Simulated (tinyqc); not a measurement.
Wannier function of the lower band of a two-orbital chain: sweeps and comparisons. A value that a table varies takes the place of the one given here.

H(k) = [[-d/2 - 2 ta cos k, -t1 - t2 exp(-ik)], [-t1 - t2 exp(ik), d/2 - 2 tb cos k]], k in 1/a, Bloch sums with exp(ikR) and without the positions inside the cell. Mesh k_j = 2 pi j/N. Projection gauge: each lower eigenvector u is multiplied by the phase that makes <trial|u> real and positive (the one-band case of Loewdin orthogonalisation). Wannier amplitudes w(R) = (1/N) sum_k exp(ikR) u(k); hoppings H(R) = (1/N) sum_k exp(-ikR) E(k).

Inputs chosen for the exercise: d = 0.76 eV (A at -d/2, B at +d/2); t1 = 2.43 eV (A-B in the cell); t2 = 1.79 eV (B to A of the next cell); ta = -0.29 eV (A-A between cells); tb = 0.11 eV (B-B between cells); xb = 0.56 a (position of B (A at 0)); th = 30 degrees (trial orbital cos(th) A + sin(th) B in cell 0).

## Convergence with the mesh

Centre and Omega_I from overlaps M_j = u_j^+ diag(1, exp(-i b xb)) u_(j+1), b = 2 pi/N: centre -(1/2 pi) sum arg M, Omega_I = (1/(N b^2)) sum (1 - |M|^2). Largest error of the Fourier interpolation on 41 points from 0 to pi.

Mesh:
```
N   centre (a)  Omega_I (a^2)  H(1) (eV)  largest error (meV)
3      0.12601        0.07629   -0.56423              594.179
4      0.13214        0.09180   -0.71277              150.152
6      0.13447        0.11306   -0.68112               54.959
8      0.13523        0.12623   -0.67636               22.016
12     0.13575        0.13957   -0.67511                5.460
16     0.13593        0.14522   -0.67503                1.361
24     0.13606        0.14955   -0.67502                0.108
```

The interpolation error falls exponentially, from 150.2 meV at N = 4 to 5.460 at N = 12, because the hoppings decay exponentially for an isolated band (smallest gap 2.02 eV). Omega_I carries a finite-difference error and converges as a power: against the value 0.15325 on 400 points it is off by -0.01368 at N = 12 and -0.00370 at N = 24, an exponent of 1.89, near the limit 2.

## Choice of the trial orbital

N = 16. Centre, Omega_I and Omega_D from overlaps (b = 2 pi/N, M_j = u_j^+ diag(1, exp(-i b xb)) u_(j+1); Omega_D = (1/(N b^2)) sum (arg M_j + b centre)^2).

Trial angle:
```
th (deg)  smallest projection  centre (a)  Omega_I (a^2)  Omega_D (a^2)
0                       0.705      0.1359        0.14522        0.00789
15                      0.864      0.1359        0.14522        0.00022
30                      0.928      0.1359        0.14522        0.00908
45                      0.896      0.1359        0.14522        0.03277
60                      0.762      0.1359        0.14522        0.07873
75                      0.569      0.1359        0.14522        0.17306
90                      0.337      0.1359        0.14522        0.41283
```

Omega_I is the same for all. Omega_D is smallest at 15 degrees (0.00022) and largest at 90 (0.41283). The centre does not move.

## Centre against ionicity

N = 24, d varied. Overlaps M_j = u_j^+ diag(1, exp(-i b xb)) u_(j+1), b = 2 pi/N; centre -(1/2 pi) sum arg M_j folded into [0, 1); Omega_I = (1/(N b^2)) sum (1 - |M_j|^2); charge moved is -2 times the shift of the centre from its value at d = 0 (a doubly filled band); weight on A averaged over the mesh.

Against d:
```
d (eV)  centre (a)  charge moved (e)  weight on A  Omega_I (a^2)
-6.0        0.5266           -0.6613        0.126         0.0403
-3.0        0.4751           -0.5584        0.241         0.0993
-1.5        0.3809           -0.3700        0.361         0.1826
-0.5        0.2543           -0.1167        0.478         0.2122
0.0         0.1959            0.0000        0.536         0.1917
0.5         0.1531            0.0858        0.587         0.1635
1.5         0.1012            0.1895        0.669         0.1168
3.0         0.0627            0.2664        0.758         0.0759
6.0         0.0306            0.3308        0.864         0.0387
```

For large positive d the function sits on A (centre 0.031) and for large negative d on B at 0.56 (centre 0.527); at d = 0 it lies at 0.196, on the bond inside the cell, the stronger one. Among these rows the spread is largest at d = -0.5 eV.

## What each parameter does

N = 24: centre (folded into [0, 1)) and Omega_I from overlaps M_j = u_j^+ diag(1, exp(-i b xb)) u_(j+1), b = 2 pi/N: centre = -(1/2 pi) Im ln prod M_j, Omega_I = mean(1 - |M_j|^2)/b^2; and the first two hoppings H(R). Each row changes one parameter from the base and keeps the others.

Results:
```
case             centre (a)  Omega_I (a^2)  H(1) (eV)  H(2) (eV)
base                 0.1361         0.1496    -0.6750     0.1045
d = 1.06 eV          0.1199         0.1350    -0.6514     0.0955
t1 = 2.58 eV         0.1535         0.1434    -0.6891     0.1037
t2 = 1.69 eV         0.1482         0.1406    -0.6390     0.0949
ta = -0.19 eV        0.1457         0.1572    -0.7388     0.1131
xb = 0.61 a          0.1554         0.1593    -0.6750     0.1045
th = 40 degrees      0.1361         0.1496    -0.6750     0.1045
```

The largest shifts from the base row, up to three for each result and ties (the steps differ in size, so this ranks the rows, not the parameters). centre (a): xb +0.0193, t1 +0.0175, d -0.0162; unchanged at the printed digits by th. Omega_I (a^2): d -0.0146, xb +0.0097, t2 -0.0090; unchanged at the printed digits by th. H(1) (eV): ta -0.0637, t2 +0.0360, d +0.0236; unchanged at the printed digits by xb and th. H(2) (eV): t2 -0.0096, d -0.0090, ta +0.0086; unchanged at the printed digits by xb and th. The trial angle is a choice of gauge and moves none of these; xb enters the position operator alone, so it leaves the hoppings.

tinyqc: `OMP_NUM_THREADS=1 python tinyqc.py 1482393 1482394 out.jsonl`; about 0.1 s, one thread, shared Intel(R) Xeon(R) Processor @ 2.30GHz.
